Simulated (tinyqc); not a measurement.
# A particle near a wafer in liquid: double-layer and van der Waals forces (DLVO), deposition barrier and removal, step by step

A worked calculation. Computed by tinyqc, a small Python program that keeps every step. Command: `OMP_NUM_THREADS=1 python tinyqc.py 3111721 3111722 out.jsonl dlvo walk`. One thread of a shared host (Intel(R) Xeon(R) Processor @ 2.30GHz), about 0.01 s of CPU time with the checks. Intermediate numbers are printed to about 6 digits and carried at full precision; extremes and crossings named in words are read from the listed rows.

Sphere and flat wall, Derjaguin approximation, constant potentials in the linear-superposition form, no retardation and no hydration force.

Inputs (values chosen for the exercise, of the order of those for alumina on silica in water):
```
quantity                           value   unit
particle radius R                     51     nm
Hamaker constant A                 1e-20      J
potential of the particle psi_1      -23     mV
potential of the wafer psi_2         -57     mV
salt concentration c               0.012  mol/L
valence z of the symmetric salt        1      -
temperature T                        293      K
dielectric constant of the liquid   80.2      -
gap h                                4.6     nm
contact distance h0                  0.3     nm
contact radius over R              0.044      -
viscosity                           0.72  mPa s
```

Constants: e = 1.602176634e-19 C; N_A = 6.02214076e+23 1/mol; eps_0 = 8.8541878128e-12 F/m; k_B = 1.380649e-23 J/K; k_B = 8.617333262e-05 eV/K.

## Screening

kappa^2 = 2 z^2 e^2 N_A (1000 c)/(eps eps_0 k_B T); gamma_i = tanh(z e psi_i/(4 k_B T)); Z = 64 pi eps eps_0 (k_B T/(z e))^2 gamma_1 gamma_2.

kappa = 0.359380 1/nm

Debye length = 2.78257 nm

gamma_1 = -0.223877

gamma_2 = -0.511223

Z = 10.4172 pN

kappa R = 18.3284

Like signs: the double layers repel.

## Energy and force at one gap

U(h) = Z R exp(-kappa h) - A R/(6 h); F(h) = -dU/dh = kappa Z R exp(-kappa h) - A R/(6 h^2), positive for repulsion.

double-layer energy = 25.1431 k_B T

van der Waals energy = -4.56783 k_B T

U(h) = 20.5752 k_B T

F(h) = 32.5360 pN

## The curve

The formulas are those given above.

Against the gap:
```
h (nm)  kappa h     U (k_B T)        F (pN)
0.4      0.1438   6.12173e+01  -3.65884e+02
0.6      0.2156   7.08385e+01  -8.22136e+01
1.0      0.3594   7.06723e+01   4.82910e+01
1.5      0.5391   6.25969e+01   7.35907e+01
2.5      0.8985   4.50738e+01   6.41473e+01
4.0      1.4375   2.59405e+01   4.00367e+01
7.0      2.5157   7.61117e+00   1.36943e+01
12.0     4.3126   8.73888e-03   1.96804e+00
20.0     7.1876  -9.51328e-01  -6.81760e-02
40.0    14.3752  -5.25226e-01  -5.30159e-02
```

Caution: in rows where h is not small against R, A R/(6 h) overstates the van der Waals term. Caution: in rows with kappa h below 1 linear superposition is only rough.

## Barrier and secondary minimum

F = 0 reads x^2 exp(-x) = y with x = kappa h and y = A kappa/(6 Z); the left side peaks at x = 2 with 4/e^2 = 0.5413, so roots exist for smaller y: x < 2 is the barrier, x > 2 the secondary minimum.

y = 0.0574977

position of the barrier = 0.765631 nm

barrier height = 72.2972 k_B T

position of the secondary minimum = 18.4851 nm

energy at the secondary minimum = -0.965591 k_B T

A barrier above 15 k_B T practically stops deposition.

## Critical salt concentration

The barrier height is zero when U = 0 and F = 0 together: kappa h = 1 and kappa = 6 Z/(e A), e = 2.718282 here; c follows from kappa^2, with the potentials held fixed.

critical kappa = 2.29937 1/nm

critical concentration = 0.491238 mol/L

## Adding salt

kappa scales as sqrt(c); potentials are held fixed. A dash marks rows without a maximum.

Against the concentration:
```
c (mol/L)  Debye length (nm)  barrier at (nm)  barrier (k_B T)  minimum at (nm)  minimum (k_B T)
4.91e-05             43.5006          2.72197          115.647      4.46420e+02     -4.24814e-02
4.91e-04             13.7561          1.57069          103.784      1.21118e+02     -1.53780e-01
4.91e-03              4.3501          0.92817           83.460      3.16270e+01     -5.72991e-01
2.46e-02              1.9434          0.66098           61.679      1.18944e+01     -1.47791e+00
9.82e-02              0.9727          0.51371           36.545      4.90206e+00     -3.43583e+00
2.46e-01              0.6146          0.45349           16.458      2.59985e+00     -6.17155e+00
4.42e-01              0.4585          0.43547            2.550      1.66560e+00     -9.14271e+00
7.37e-01              0.3551          0.44774           -9.714      1.05918e+00     -1.31879e+01
1.47e+00              0.2514                -                -                -                -
```

At low salt the barrier tends to Z R = 131 k_B T; it is half of that between 0.0049 and 0.025 mol/L and changes sign at 0.49 mol/L, while the secondary minimum deepens to -9.1 k_B T at 0.9 of that.

## Removing an attached particle

Adhesion F_a = A R/(6 h0^2) [1 + a^2/(R h0)] - kappa Z R exp(-kappa h0), a the contact radius. Drag in a shear flow F_d = 1.7 x 6 pi mu R^2 G, acting at 1.4 R; rolling starts when 1.4 R F_d = a F_a. Wall shear stress = mu G.

van der Waals adhesion = 1255.28 pN

net adhesion F_a = 1083.86 pN

wall shear stress for rolling = 408.704 Pa

shear rate G = 567644 1/s

Checks made by the program: force against a difference of U (relative difference below 1e-10).
